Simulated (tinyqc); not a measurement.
Inside a calculation. Model: global model of a low-pressure process discharge: electron temperature, density, ion flux and ion energy. Computed by tinyqc, a small Python program that keeps every step. Command: `OMP_NUM_THREADS=1 python tinyqc.py 3112854 3112855 out.jsonl plasma walk`. One thread of a shared host (Intel(R) Xeon(R) Processor @ 2.30GHz), about 0.01 s of CPU time with the checks. Intermediate numbers are printed to about 5 digits and carried at full precision; extremes and crossings named in words are read from the listed rows.

Maxwellian electrons with temperature T_e in eV, one positive ion, no negative ions, uniform bulk density n; rate constants have the Arrhenius form.

Inputs (values chosen for the exercise, of the order of those of an inductive discharge in a simple atomic gas): ion mass M = 40 u; ionisation prefactor K0 = 7e-14 m^3/s; ionisation energy E_iz = 13.2 eV; excitation prefactor X0 = 6e-15 m^3/s; excitation energy E_ex = 8.26 eV; elastic rate constant K_el = 1.4e-13 m^3/s; ion-neutral cross section = 1.1e-18 m^2; pressure p = 10 Pa; gas temperature T_g = 400 K; radius R = 18 cm; height L = 13 cm; absorbed power P = 2800 W; bias power P_b = 13 W; radius of the biased electrode = 7.5 cm; bias frequency = 60 MHz; mixing = 0.2.

Constants: k_B = 1.380649e-23 J/K; e = 1.602176634e-19 C; u = 1.6605390666e-27 kg; m_0 = 9.1093837015e-31 kg; eps_0 = 8.8541878128e-12 F/m.

## Geometry factors

n_g = p/(k_B T_g); lambda_i = 1/(n_g sigma); h_L = 0.86/sqrt(3 + L/(2 lambda_i)), h_R = 0.8/sqrt(4 + R/lambda_i); A_eff = 2 pi R^2 h_L + 2 pi R L h_R; d_eff = pi R^2 L/A_eff.

gas density n_g = 1.8107e+21 1/m^3

ion mean free path = 0.050205 cm

h_L = 0.074721

h_R = 0.042016

A_eff = 213.89 cm^2

d_eff = 61.866 cm

Caution: at so short an ion path the formulas for h_L and h_R give way to the ambipolar-diffusion limit.

## A fixed-point cycle for T_e

Particle balance: K0 exp(-E_iz/T_e) n_g d_eff = u_B, u_B = sqrt(e T_e/M). Cycle: T_out = T sqrt(loss/creation) with loss/creation = u_B/(K0 exp(-E_iz/T) n_g d_eff); T -> T + mixing (T_out - T), kept between 0.3 and 60 eV, from 3 eV; stop at |T_out - T| < 1e-9 eV or after 60 steps.

Course:
```
step  T (eV)  T_out (eV)  residual (eV)
0     3.0000      0.1586    -2.8414e+00
1     2.4317      0.2039    -2.2278e+00
2     1.9862      0.2911    -1.6950e+00
3     1.6472      0.4566    -1.1906e+00
4     1.4090      0.7393    -6.6975e-01
5     1.2751      1.0673    -2.0779e-01
6     1.2335      1.2191    -1.4450e-02
7     1.2306      1.2309     2.4009e-04
8     1.2307      1.2307    -5.4436e-06
9     1.2307      1.2307     1.2287e-07
10    1.2307      1.2307    -2.7738e-09
11    1.2307      1.2307     6.2616e-11
```

last residual = 6.2616e-11 eV

Converged in 12 steps.

## Electron temperature

Root found by bracketing.

T_e = 1.2307 eV

Bohm velocity u_B = 1723.0 m/s

K_iz = 1.5380e-18 m^3/s

## Energy per pair and density

E_c = E_iz + (X0 exp(-E_ex/T_e) E_ex + K_el (3 m_0/M) T_e)/K_iz; wall potential V_s = (T_e/2) ln(M/(2 pi m_0)); E_T = E_c + 2 T_e + T_e/2 + V_s; n = P/(e u_B A_eff E_T); ion current density J = e h_L n u_B; ionised share n/n_g.

collisional loss per pair E_c = 57.011 eV

wall potential V_s = 5.7591 V

E_T = 65.846 eV

plasma density n = 7.2020e+12 1/cm^3

ion current density J = 14.855 mA/cm^2

ionised share = 0.0039774

Collisions take 87 % of the power and the walls the rest. T_e came from the particle balance alone; the power sets only n.

## Biased electrode

All bias power goes to ions: V_b = P_b/(J pi r^2). Debye length at the sheath edge lambda_D = sqrt(eps_0 T_e/(e h_L n)); Child-law sheath s = (sqrt2/3) lambda_D (2 V/T_e)^(3/4), V = V_b + V_s; ion transit time tau_i = 3 s sqrt(M/(2 e V)); collisions in the sheath s/lambda_i.

bias voltage V_b = 4.9521 V

lambda_D = 11.242 micrometre

sheath width s = 0.045163 mm

ion transit time = 18.848 ns

transit time over bias period = 1.1309

s/lambda_i = 0.089956

The sheath is nearly free of collisions.

## Pressure series at fixed power

n_g = p/(k_B T_g), lambda_i = 1/(n_g sigma), K_iz = K0 exp(-E_iz/T_e), h_L = 0.86/sqrt(3 + L/(2 lambda_i)), h_R = 0.8/sqrt(4 + R/lambda_i), A_eff = 2 pi R^2 h_L + 2 pi R L h_R and d_eff = pi R^2 L/A_eff follow p. E_c = E_iz + (X0 exp(-E_ex/T_e) E_ex + K_el (3 m_0/M) T_e)/K_iz; E_T = E_c + (5/2) T_e + (T_e/2) ln(M/(2 pi m_0)); n = P/(e u_B A_eff E_T); J = e h_L n u_B. Pressures without a root below 2 E_iz are left out.

Against pressure:
```
p (Pa)  T_e (eV)  E_c (eV)  E_T (eV)  n (1/cm^3)  J (mA/cm^2)
0.1       3.4539    16.172    40.970  1.1620e+12       22.299
0.2       2.7622    17.461    37.292  1.6619e+12       25.001
0.5       2.1624    20.233    35.758  2.6097e+12       26.682
1.0       1.8466    23.670    36.928  3.5893e+12       26.138
2.0       1.6068    29.009    40.545  4.7505e+12       23.973
5.0       1.3690    41.070    50.898  6.3065e+12       19.186
10.0      1.2307    57.011    65.846  7.2020e+12       14.855
20.0      1.1178    84.356    92.382  7.5805e+12       10.597
```

T_e falls from 3.45 to 1.12 eV, n changes by a factor 6.5 and J by 0.48; in J = P h_L/(A_eff E_T), E_T changes by a factor 2.25 and is least at 0.5 Pa, between wall losses at high T_e and excitation losses at low T_e.

Checks made by the program: cycle against bracketing (relative difference below 1e-10).
